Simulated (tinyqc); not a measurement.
Carrier statistics of a doped semiconductor with parabolic bands: one step. Intrinsic density and level. Four cases, with inputs chosen for the exercise.

Question. With Boltzmann statistics ni = sqrt(Nc Nv) exp(-Eg/2kT) and Ei = Eg/2 + (kT/2) ln(Nv/Nc), counted from Ev.

Give: ni; Ei.

Case 1.

Eg = 3.3919228 eV
kT = 0.02585200 eV
Nc = 2.177490e+18 1/cm^3
Nv = 4.656518e+19 1/cm^3

Answer.

ni = 3.25e-10 1/cm^3
Ei = 1.7355 eV

Ei lies 39.6 meV above midgap, towards the band with the smaller density of states.

Case 2.

Eg = 3.1720559 eV
kT = 0.04308667 eV
Nc = 3.890358e+19 1/cm^3
Nv = 7.013035e+19 1/cm^3

Answer.

ni = 5.39e+03 1/cm^3
Ei = 1.5987 eV

Ei lies 12.7 meV above midgap, towards the band with the smaller density of states.

Case 3.

Eg = 3.3451972 eV
kT = 0.04308667 eV
Nc = 4.901987e+18 1/cm^3
Nv = 9.405719e+19 1/cm^3

Answer.

ni = 297 1/cm^3
Ei = 1.7362 eV

Ei lies 63.6 meV above midgap, towards the band with the smaller density of states.

Case 4.

Eg = 3.2178235 eV
kT = 0.02585200 eV
Nc = 1.793954e+19 1/cm^3
Nv = 3.268303e+19 1/cm^3

Answer.

ni = 2.27e-08 1/cm^3
Ei = 1.6167 eV

Ei lies 7.8 meV above midgap, towards the band with the smaller density of states.

Computed by tinyqc, one run a case: `OMP_NUM_THREADS=1 python tinyqc.py N N+1 out.jsonl` with N = 1680434, 1680524, 1680574, 1680657; one thread of a shared Intel(R) Xeon(R) Processor @ 2.30GHz, about 0.01 s a run at most.
